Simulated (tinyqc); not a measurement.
Tunnelling through a thin dielectric with one trap, as a tight-binding chain: one step. Transmission. Three cases, with inputs chosen for the exercise.

Problem. Invert the matrix; T = (2 t sin(ka))^2 |G_1N|^2.

Hopping -t everywhere, t = c/(m a^2), c = hbar^2/2m0; lead sites at 2t (band bottom 0), barrier sites 1 to N at 2t + phi, and site j has U besides. No voltage. Leads give S = -t exp(ika) on sites 1 and N, cos(ka) = 1 - E/(2t). T = (2 t sin(ka))^2 |G_1N|^2, G = (E - H - S)^-1. In the barrier cosh(q a) = 1 + (phi - E)/(2t).

Case 1.

E - H - S (eV):
```
[[-3.418993+0.887384i, 1.523993, 0.000000, 0.000000, 0.000000, 0.000000, 0.000000, 0.000000],
 [1.523993, -4.657986, 1.523993, 0.000000, 0.000000, 0.000000, 0.000000, 0.000000],
 [0.000000, 1.523993, -4.657986, 1.523993, 0.000000, 0.000000, 0.000000, 0.000000],
 [0.000000, 0.000000, 1.523993, -4.657986, 1.523993, 0.000000, 0.000000, 0.000000],
 [0.000000, 0.000000, 0.000000, 1.523993, -4.657986, 1.523993, 0.000000, 0.000000],
 [0.000000, 0.000000, 0.000000, 0.000000, 1.523993, -1.167986, 1.523993, 0.000000],
 [0.000000, 0.000000, 0.000000, 0.000000, 0.000000, 1.523993, -4.657986, 1.523993],
 [0.000000, 0.000000, 0.000000, 0.000000, 0.000000, 0.000000, 1.523993, -3.418993+0.887384i]]
```

t = 1.523993 eV
ka = 0.6215253 rad

Case 2.

E - H - S (eV):
```
[[-4.869366+1.146892i, 1.984366, 0.000000, 0.000000, 0.000000, 0.000000, 0.000000, 0.000000, 0.000000, 0.000000, 0.000000],
 [1.984366, -6.488731, 1.984366, 0.000000, 0.000000, 0.000000, 0.000000, 0.000000, 0.000000, 0.000000, 0.000000],
 [0.000000, 1.984366, -6.488731, 1.984366, 0.000000, 0.000000, 0.000000, 0.000000, 0.000000, 0.000000, 0.000000],
 [0.000000, 0.000000, 1.984366, -6.488731, 1.984366, 0.000000, 0.000000, 0.000000, 0.000000, 0.000000, 0.000000],
 [0.000000, 0.000000, 0.000000, 1.984366, -6.488731, 1.984366, 0.000000, 0.000000, 0.000000, 0.000000, 0.000000],
 [0.000000, 0.000000, 0.000000, 0.000000, 1.984366, -2.188731, 1.984366, 0.000000, 0.000000, 0.000000, 0.000000],
 [0.000000, 0.000000, 0.000000, 0.000000, 0.000000, 1.984366, -6.488731, 1.984366, 0.000000, 0.000000, 0.000000],
 [0.000000, 0.000000, 0.000000, 0.000000, 0.000000, 0.000000, 1.984366, -6.488731, 1.984366, 0.000000, 0.000000],
 [0.000000, 0.000000, 0.000000, 0.000000, 0.000000, 0.000000, 0.000000, 1.984366, -6.488731, 1.984366, 0.000000],
 [0.000000, 0.000000, 0.000000, 0.000000, 0.000000, 0.000000, 0.000000, 0.000000, 1.984366, -6.488731, 1.984366],
 [0.000000, 0.000000, 0.000000, 0.000000, 0.000000, 0.000000, 0.000000, 0.000000, 0.000000, 1.984366, -4.869366+1.146892i]]
```

t = 1.984366 eV
ka = 0.6162318 rad

Case 3.

E - H - S (eV):
```
[[-2.884660+1.059081i, 1.354660, 0.000000, 0.000000, 0.000000, 0.000000, 0.000000],
 [1.354660, -3.729321, 1.354660, 0.000000, 0.000000, 0.000000, 0.000000],
 [0.000000, 1.354660, -3.729321, 1.354660, 0.000000, 0.000000, 0.000000],
 [0.000000, 0.000000, 1.354660, -3.729321, 1.354660, 0.000000, 0.000000],
 [0.000000, 0.000000, 0.000000, 1.354660, -1.329321, 1.354660, 0.000000],
 [0.000000, 0.000000, 0.000000, 0.000000, 1.354660, -3.729321, 1.354660],
 [0.000000, 0.000000, 0.000000, 0.000000, 0.000000, 1.354660, -2.884660+1.059081i]]
```

t = 1.354660 eV
ka = 0.8975569 rad

Give: first row of G; T.

Solution.

Case 1.

first row of G (1/eV): [-0.3201-0.1016i, -0.1212-0.04158i, -0.05026-0.02547i, -0.03243-0.03626i, -0.04886-0.08535i, -0.1169-0.2246i, -0.04074-0.08679i, -0.007605-0.04066i]

T = 0.005390

Without the trap T is 4.89e-07: the trap changes it by a factor 1.1e+04 at this energy.

Case 2.

first row of G (1/eV): [-0.2220-0.06074i, -0.07586-0.02076i, -0.02609-0.007140i, -0.009458-0.002588i, -0.004833-0.001323i, -0.006347-0.001737i, -0.002167-0.0005933i, -0.0007402-0.0002030i, -0.0002529-7.037e-05i, -8.685e-05-2.714e-05i, -3.106e-05-1.838e-05i]

T = 6.854e-09

Without the trap T is 1.81e-10: the trap changes it by a factor 37.9 at this energy.

Case 3.

first row of G (1/eV): [-0.3615-0.1708i, -0.1652-0.08111i, -0.09322-0.05247i, -0.09145-0.06333i, -0.1585-0.1219i, -0.06412-0.05627i, -0.01799-0.03303i]

T = 0.006345

Without the trap T is 2.91e-05: the trap changes it by a factor 218 at this energy.

Computed by tinyqc, one run a case: `OMP_NUM_THREADS=1 python tinyqc.py N N+1 out.jsonl` with N = 1450025, 1450322, 1450473; one thread of a shared Intel(R) Xeon(R) Processor @ 2.30GHz, about 0.1 s a run at most.
